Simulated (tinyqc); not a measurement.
# True capacitance, leakage and series resistance from two frequencies

Question. A capacitance C in parallel with G and in series with Rs is measured as Cp and D = Gp/(w Cp) at two frequencies. The series reading Cs = Cp (1 + D^2) equals C + G^2/(w^2 C), and Re Z = D/(w Cp (1 + D^2)) = Rs + G/(G^2 + w^2 C^2). Find C, G and Rs.

f (Hz): 1e6  1e7
Cp (pF): 6.95984008  6.83406027
D: 0.431524901  0.178918586

Answer. w^2 Cs = w^2 C + G^2/C is a straight line in w^2 with slope C; the intercept gives G, and the real part then gives Rs.

C = 7.04 pF
G = 18.4 uS
Rs = 310 ohm

Program tinyqc, `OMP_NUM_THREADS=1 python tinyqc.py 2022036 2022037 out.jsonl`; Intel Xeon 2.30GHz, shared host, one thread, about 0.01 s.
